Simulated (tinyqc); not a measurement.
# Undoped gate-all-around wire MOSFET, analytic charge model: effects of single changes

An undoped round wire of radius R under an insulator shell and a surrounding gate; long channel, electrons only, n = ni exp((psi - V)/Vt) with V the quasi-Fermi potential (0 at the source, Vd at the drain), constant mobility, no quantisation. The radial Poisson equation gives n(r) = n(0)/(1 - (1 - b) r^2/R^2)^2 with b = Q0/(Q + Q0). Q is the electron charge per area of the wire surface.

Parameters, values chosen for the exercise; material values those of a made-up semiconductor: temperature T = 350 K; band gap Eg = 1.17 eV; relative permittivity of the semiconductor eps_r = 13; conduction-band density of states at T Nc = 6.28e17 cm^-3; valence-band density of states at T Nv = 1.02e19 cm^-3; relative permittivity of the gate insulator eox = 7.22; insulator thickness tox = 4.5 nm; wire radius R = 3 nm; gate work function less that of the intrinsic body dphi = 0.12 V; channel mobility mu = 730 cm^2/(V s); gate length L = 1 um; drain voltage Vd = 0.8 V.

Constants: q = 1.602176634e-19 C, kB = 1.380649e-23 J/K, Vt = kB T/q, eps0 = 8.8541878128e-14 F/cm where lengths are in cm. Results are converted to the units shown.

Each table varies one quantity; the others keep the values above.

## Output curve

ni = sqrt(Nc Nv) exp(-Eg/(2 Vt)), Eg in volts; Cox = eps0 eox/(R ln(1 + tox/R)); Q0 = 4 eps0 eps_r Vt/R; V0 = dphi + Vt ln[8 eps0 eps_r Vt/(q ni R^2)]. Q solves Vg - V0 - V = Q/Cox + Vt ln(Q/Q0) + Vt ln(1 + Q/Q0). I = mu (2 pi R/L)[2 Vt (Qs - Qd) + (Qs^2 - Qd^2)/(2 Cox) + Vt Q0 ln((Qd + Q0)/(Qs + Q0))], with Qs at V = 0 and Qd at V = Vd.

In this table Vg = 1.55 V.

Result of one run:
```
Vd (V)  Qd (nC/cm^2)    Qd/Qs  I (uA)
0.57          451.24  0.27705  8.0640
```

What becomes of these results when the drain voltage Vd is changed from 0.57 to 0.3 V, all else the same?

Result of the changed run:
```
Vd (V)  Qd (nC/cm^2)    Qd/Qs  I (uA)
0.3           991.38  0.60868  5.3997
```

The whole series:
```
Vd (V)  Qd (nC/cm^2)      Qd/Qs  I (uA)
0.16          1285.8    0.78944  3.2073
0.3           991.38    0.60868  5.3997
0.43          725.16    0.44523  6.9337
0.57          451.24    0.27705  8.0640
0.71          203.63    0.12502  8.6886
0.84          38.366   0.023556  8.8893
0.98         0.68437  4.2018e-4  8.9100
1.11       0.0092936  5.7060e-6  8.9102
1.25       8.9606e-5  5.5016e-8  8.9102
```

The current rises from 3.21 to 8.91 uA, while the charge at the drain end falls from 0.79 to 5.5e-8 of that at the source. The current first comes within 1 % of its last value at Vd = 0.84 V among the rows. Over the last rows Qd falls by a factor of e for each Vt of drain voltage: the drain end is in weak inversion. In every row the surface density at the source passes 0.3 Nc, where Boltzmann statistics fail. For Vd = 0.43 to 1.25 V mu V/L, with V the smaller of Vd and Vg - V0, passes 3e6 cm/s, so velocity saturation would lower the current. In every row the body is thin enough for quantum confinement, left out here, to raise the threshold.

## Transfer curve and volume inversion

Same model as above.

The drop is psi(surface) - psi(centre) at the source end; C = dQs/dVg, Cg = Cox, drop = 2 Vt ln(1 + Qs/Q0); gm = dI/dVg.

Result of one run:
```
Vg (V)  Qs (nC/cm^2)  drop (mV)      C/Cg    I (uA)  gm/I (1/V)
0.47         0.02512   0.003274  3.580e-4  1.043e-5       33.15
```

What becomes of these results when the gate voltage Vg is changed from 0.47 to 1.08 V, all else the same?

Result of the changed run:
```
Vg (V)  Qs (nC/cm^2)  drop (mV)    C/Cg  I (uA)  gm/I (1/V)
1.08           645.2      52.66  0.8532   1.599       5.551
```

The whole series:
```
Vg (V)  Qs (nC/cm^2)  drop (mV)      C/Cg    I (uA)  gm/I (1/V)
0.47         0.02512   0.003274  3.580e-4  1.043e-5       33.15
0.56          0.4928    0.06418  0.006969  2.053e-4       33.02
0.65           8.537      1.102    0.1068  0.003791       30.99
0.73           55.97      6.885    0.4187   0.03380       22.79
0.82           172.2      19.08    0.6589    0.1700       13.94
0.91           322.6      31.90    0.7653    0.4741       9.363
0.99           470.2      42.28    0.8168    0.9096       7.113
1.08           645.2      52.66    0.8532     1.599       5.551
1.17           826.5      61.80    0.8778     2.510       4.531
```

The current rises from 1.04e-5 to 2.51 uA. In the first row gm/I is 33.1 1/V, 0.020 % below 1/Vt: with no depletion charge the whole body follows the gate, and the swing is ideal. The drop between surface and centre goes from 0.0033 to 61.8 mV and passes Vt at Vg = 0.91 V among the rows; below that the density varies across the body by less than a factor of e (volume inversion). C reaches 0.88 of Cg in the last row. For Vg = 0.65 to 1.17 V the surface density at the source passes 0.3 Nc, where Boltzmann statistics fail. In every row the body is thin enough for quantum confinement, left out here, to raise the threshold.

## Effect of the insulator thickness

I = mu (2 pi R/L)[2 Vt (Qs - Qd) + (Qs^2 - Qd^2)/(2 Cox) + Vt Q0 ln((Qd + Q0)/(Qs + Q0))], with Qs at V = 0 and Qd at V = Vd.  I(low) is taken at Vg = 0.52 V, Qs and I(high) at Vg = 1.27 V.

The same in every row: V0 (V) = 0.7662.

Results:
```
tox (nm)  I(low) (nA)  Qs(high) (nC/cm^2)  I(high) (uA)
1.5           0.05470                2132         7.391
2.2           0.05470                1629         5.772
3.1           0.05469                1298         4.683
4.5           0.05468                1033         3.789
9.4           0.05465               696.4         2.624
14            0.05463               580.4         2.212
```

Estimate the missing row, tox = 6.5 nm.

Computed row:
```
tox (nm)  I(low) (nA)  Qs(high) (nC/cm^2)  I(high) (uA)
6.5           0.05466               840.4         3.127
```

With this row back in the table: As tox goes from 1.5 to 14 nm, I(low) stays near 0.0547 nA and I(high) falls from 7.39 to 2.21 uA. On average I(low) is independent of tox and I(high) goes as tox^(-0.54). Below threshold no voltage drops over the insulator in this long-channel model, so its thickness does not matter there. In every row the surface density at the source at the higher gate voltage passes 0.3 Nc, where Boltzmann statistics fail. In every row mu V/L at the higher gate voltage, with V the smaller of Vd and Vg - V0, passes 3e6 cm/s, so velocity saturation would lower the current. In every row the body is thin enough for quantum confinement, left out here, to raise the threshold.

Program tinyqc, `OMP_NUM_THREADS=1 python tinyqc.py 2460130 2460131 out.jsonl`; Intel Xeon 2.30GHz, shared host, one thread, about 0.03 s.
